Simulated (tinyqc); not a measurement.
# Ellipsometry and reflectance of a transparent film on an absorbing substrate, step by step

Computed by the program tinyqc: `OMP_NUM_THREADS=1 python tinyqc.py 2870188 2870189 out.jsonl`, one thread of a shared Intel Xeon 2.30GHz, about 0.01 s for the whole run. Printed values are rounded.

Air (index 1), film, substrate with N2 = n2 - i k2; time factor exp(+i w t). q_j = sqrt(N_j^2 - sin^2 th), root with positive real part. Fresnel coefficients r_s = (q_a - q_b)/(q_a + q_b), r_p = (N_b^2 q_a - N_a^2 q_b)/(N_b^2 q_a + N_a^2 q_b). tan(Psi) exp(i Delta) = R_p/R_s, Delta taken from 0 to 360 degrees.

Parameters, values chosen for the exercise; indices close to those of silicon dioxide on silicon: wavelength lam = 546.1 nm; angle of incidence th = 75 degrees; index of the transparent film n1 = 1.458; film thickness d = 5.8 nm; index of the substrate n2 = 4.086; extinction coefficient of the substrate k2 = 0.031.

## Interface coefficients and thickness period

q0, q1, q2 and the coefficients r01 and r12 for p and s; the results repeat in d with the period lam/(2 q1).

q0 = 0.258819
q1 = 1.09213
q2 = 3.97019-0.03190i
r01,p = -0.329986
r01,s = -0.616834
r12,p = 0.367194-0.003088i
r12,s = -0.568543+0.002719i
period = 250.016 nm

## Psi, Delta and reflectances

beta = 2 pi d q1/lam, X = exp(-2 i beta), R = (r01 + r12 X)/(1 + r01 r12 X) for p and s.

beta = 0.0728804 rad
X = 0.989396-0.145245i
R_p = 0.0359659-0.0648185i
R_s = -0.876552+0.029081i
Psi = 4.83124 degrees
Delta = 120.925 degrees
|R_p|^2 = 0.00549498
|R_s|^2 = 0.769189

The bare substrate gives Psi = 2.771 and Delta = 175.25 degrees.
